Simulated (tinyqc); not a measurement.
Worked calculation: gas flow in a process chamber: flow regimes, conductance, effective pumping speed, pump-down, outgassing and purge. Computed by tinyqc, a small Python program that keeps every step. Command: `OMP_NUM_THREADS=1 python tinyqc.py 3120943 3120944 out.jsonl pump walk`. One thread of a shared host (Intel(R) Xeon(R) Processor @ 2.30GHz), about 0.05 s of CPU time with the checks. Intermediate numbers are printed to about 6 digits and carried at full precision; extremes and crossings named in words are read from the listed rows.

Ideal gas, isothermal flow, a pump of constant speed at the end of a round pipe; process gas, volume gas and outgassing are given the same properties. 1 sccm = 101325 Pa x 1e-6 m^3/60 s x T/273.15 K.

Inputs (values chosen for the exercise, modelled on hydrogen near room temperature):
```
quantity,value,unit
molar mass M,2.016,g/mol
molecular diameter,0.27,nm
viscosity eta,8.9,micropascal s
temperature T,293,K
chamber volume V,9.4,L
wall area,5,m^2
pipe diameter d,25,cm
pipe length l,29,cm
pump speed S,1000,L/s
process gas flow,240,sccm
outgassing rate after 1 h,1.6e-05,Pa m^3/(s m^2)
outgassing exponent n,0.78,-
starting pressure p0,190,Pa
target base pressure,8e-06,Pa
```

Constants: k_B = 1.380649e-23 J/K; u = 1.6605390666e-27 kg.

## Molecular flow

Mean speed c = sqrt(8 k_B T/(pi m)); aperture conductance C_a = c pi d^2/16; molecular pipe C_m = C_a/(1 + 3 l/(4 d)) (Dushman form); viscous pipe C_v = pi d^4 p_mean/(128 eta l); Knudsen interpolation C = C_v + C_m (1 + x)/(1 + 1.24 x), x = d p_mean sqrt(m/(k_B T))/eta. Effective speed 1/S_eff = 1/S + 1/C_m; time constant V/S_eff; pressure at which the free path k_B T/(sqrt2 pi d_m^2 p) equals d.

mean speed c = 1754.19 m/s

C_a = 21527.1 L/s

C_m = 11511.8 L/s

S_eff in molecular flow = 920.076 L/s

time constant = 0.0102166 s

pressure where the free path equals d = 0.0499595 Pa

The pipe passes on 92 % of the pump speed.

## Process pressure

Steady flow: the pump inlet is at p_2 = Q/S, and the chamber pressure p_1 solves Q = C((p_1 + p_2)/2) (p_1 - p_2). Residence time = p_1 V/Q. Knudsen number = free path at the mean pressure over d.

throughput Q = 434.753 Pa L/s

p_2 = 0.434753 Pa

chamber pressure p_1 = 0.451544 Pa

conductance C = 25893.0 L/s

residence time = 0.00976303 s

Knudsen number = 0.112738

The flow in the pipe is transitional.

## Purging a well-mixed chamber

With steady flow a contaminant decays as exp(-t/residence time); gas used = flow x time.

time to dilute 1e3 times = 0.0674406 s

time to dilute 1e6 times = 0.134881 s

gas used for 1e6 = 0.539525 standard cm^3

## Pump-down curve

Pump-down: V dp/dt = -S_eff(p) p + q(t) A, with S_eff = S p_2/p, where p_2 solves C((p + p_2)/2) (p - p_2) = S p_2 at each moment, and q(t) = q_1 (1 h/(t + 10 s))^n; integrated adaptively. At long times p = q(t) A/S_eff. S_eff(p) is tabulated at 260 pressures and interpolated in ln p. Comparison columns: p0 exp(-t/time constant) with the molecular S_eff (0 below 1e-26 p0), and the outgassing limit.

Pressure against time:
```
t (s),p (Pa),S_eff (L/s),volume gas only (Pa),outgassing limit (Pa)
0.3,8.39414e-03,919.081,3.35800e-11,8.37856e-03
1,7.97391e-03,919.103,0,7.95969e-03
3,6.99850e-03,919.162,0,6.98726e-03
10,4.99925e-03,919.329,0,4.99320e-03
30,2.91003e-03,919.578,0,2.90787e-03
100,1.32143e-03,919.826,0,1.32098e-03
300,5.88825e-04,919.959,0,5.88736e-04
1000,2.34335e-04,920.028,0,2.34321e-04
3600,8.67633e-05,920.058,0,8.67615e-05
20000,2.28146e-05,920.071,0,2.28144e-05
100000,6.50353e-06,920.074,0,6.50352e-06
```

From t = 0.3 s on the pressure is within 20 % of the outgassing limit, which falls only as (t + 10 s)^-0.78: walls, not volume, set the time to base pressure.

## Time to base pressure

From the outgassing limit: t = 1 h x (q_1 A/(S_eff p_target))^(1/n) - 10 s; monolayer time at the target = 1e19 m^-2 x 4 k_B T/(p c) for unit sticking.

time to the target = 21.2998 h

monolayer time = 11.5304 s

Checks made by the program: throughput from C and the pressure drop (relative difference 2e-10).
